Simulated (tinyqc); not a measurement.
Deep-level transient spectroscopy (DLTS) of one majority-carrier trap: one step, computed by the program tinyqc.

A filling pulse loads the traps in a one-sided junction; under reverse bias they empty at the rate e, and the capacitance relaxes as C(t) = C_0 - dC exp(-e t). The signal is S = [C(t_2) - C(t_1)]/dC.

Question. Signal size and trap density. W = sqrt(2 eps eps_0 (V_b + V_r)/(e N)), C_0 = eps eps_0 area/W. The pulse goes to zero bias, W_0 = W(V_r = 0). Traps within lambda = sqrt(2 eps eps_0 (E_t - E_F)/(e^2 N)) of the depletion edge stay filled, with E_F = k_B T_p ln(N_b/N) from the band, N_b = 2 M (2 pi m k_B T_p/h^2)^(3/2) (dopants taken as fully ionised). dC = C_0 (N_t/2N) f, f = [(W - lambda)^2 - max(W_0 - lambda, 0)^2]/W^2. The simple estimate is 2 N dC/C_0.

Inputs (values chosen for the exercise, with mass and screening modelled on GaP):
```
quantity,value,unit
density-of-states mass m,0.494,m_0
valleys M,3,-
trap depth E_t,0.228,eV
temperature T,125,K
doping N,8e+14,cm^-3
trap density N_t,6.1e+12,cm^-3
dielectric constant eps,11.1,-
built-in voltage V_b,1.5,V
reverse bias V_r,2.5,V
diode area,0.0012,cm^2
```

Carriers: electrons. Extra term: none.

peak temperature T_p = 122.6300 K

Constants: eps_0 = 8.8541878128e-12 F/m; e = 1.602176634e-19 C; k_B = 8.617333262e-05 eV/K; m_0 = 9.1093837015e-31 kg; k_B = 1.380649e-23 J/K; h = 6.62607015e-34 J s.

Give: depletion width W; C_0; lambda; f; transient amplitude dC; simple estimate of N_t.

Answer.

depletion width W = 2.477 micrometre

C_0 = 4.762 pF

lambda = 0.4505 micrometre

f = 0.4840

transient amplitude dC = 8.786 fF

simple estimate of N_t = 2.952e+12 cm^-3

The simple estimate finds 48 % of the traps.
